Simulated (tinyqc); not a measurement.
Charge neutrality of a doped semiconductor with incomplete ionisation: one step, computed by the program tinyqc.

Energies are counted from the top of the valence band; E_D is measured down from the conduction band and E_A up from the valence band.

Question. The closed form for the extrinsic range. With Boltzmann statistics, no electrons and every donor ionised, p (p + N_D) = p1 (N_A - N_D - p) with p1 = (N_v/g_A) exp(-E_A/k_B T). Take the positive root.

Inputs (values chosen for the exercise, modelled on CdTe): donor density N_D = 0 cm^-3; acceptor density N_A = 2.3e+17 cm^-3; acceptor depth E_A = 0.0595 eV; acceptor degeneracy g_A = 4; temperature T = 300 K.

Doping: p-type. Statistics of the bands: Fermi-Dirac.

N_v = 1.260804e+19 cm^-3

k_B T = 0.02585200 eV

Give: p1; p from the quadratic.

Answer.

p1 = 3.1552e+17 cm^-3

p from the quadratic = 1.5442e+17 cm^-3
